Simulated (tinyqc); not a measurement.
Worked calculation: Born-Oppenheimer dynamics on the RHF/3-21g surface (energies and gradients from PySCF), for H3+, spin multiplicity 1. Computed by tinyqc, a small Python program that keeps every step (integrals from PySCF). Settings: charge = 1, multiplicity = 1, basis = 3-21g, time step (fs) = 0.2, steps = 24. Command: `OMP_NUM_THREADS=1 python tinyqc.py 20330 20331 out.jsonl` (the two numbers bound the seeds that draw the settings). One thread of a shared host (Intel(R) Xeon(R) Processor @ 2.60GHz), about 1 s of CPU time with the checks.

positions (bohr):
```
           x          y          z
1H  0.011338  -0.024566  -0.045353
2H  0.056692  -0.047243   1.587370
3H  0.013228   0.134171  -1.651621
```

The total energy should stay constant up to terms of order dt^2; the step counts as short enough if it moves by less than 2 % of the largest kinetic energy.

Trajectory:
```
time (fs)  1H-2H (angstrom)  potential (hartree)  kinetic (hartree)  total (hartree)
0.000000           0.864417          -1.21515606         0.00024025      -1.21491581
0.200000           0.865777          -1.21506962         0.00015395      -1.21491568
0.400000           0.866655          -1.21501111         0.00009552      -1.21491559
0.600000           0.867045          -1.21498197         0.00006643      -1.21491554
0.800000           0.866944          -1.21498293         0.00006739      -1.21491554
1.000000           0.866354          -1.21501396         0.00009836      -1.21491559
1.200000           0.865282          -1.21507425         0.00015856      -1.21491569
1.400000           0.863735          -1.21516229         0.00024646      -1.21491583
1.600000           0.861729          -1.21527582         0.00035980      -1.21491601
1.800000           0.859280          -1.21541191         0.00049568      -1.21491624
2.000000           0.856409          -1.21556701         0.00065051      -1.21491650
2.200000           0.853141          -1.21573695         0.00082016      -1.21491679
2.400000           0.849504          -1.21591711         0.00100000      -1.21491711
2.600000           0.845532          -1.21610243         0.00118498      -1.21491745
2.800000           0.841260          -1.21628757         0.00136976      -1.21491781
3.000000           0.836727          -1.21646702         0.00154886      -1.21491816
3.200000           0.831977          -1.21663525         0.00171674      -1.21491851
3.400000           0.827056          -1.21678689         0.00186804      -1.21491885
3.600000           0.822012          -1.21691685         0.00199770      -1.21491915
3.800000           0.816895          -1.21702056         0.00210115      -1.21491941
4.000000           0.811758          -1.21709414         0.00217451      -1.21491963
4.200000           0.806653          -1.21713452         0.00221474      -1.21491978
4.400000           0.801633          -1.21713966         0.00221980      -1.21491985
4.600000           0.796751          -1.21710864         0.00218878      -1.21491986
4.800000           0.792057          -1.21704177         0.00212199      -1.21491978
```

Is the time step short enough?

Yes. The total energy moves within 4.3e-06 hartree, under 2 % of the largest kinetic energy.
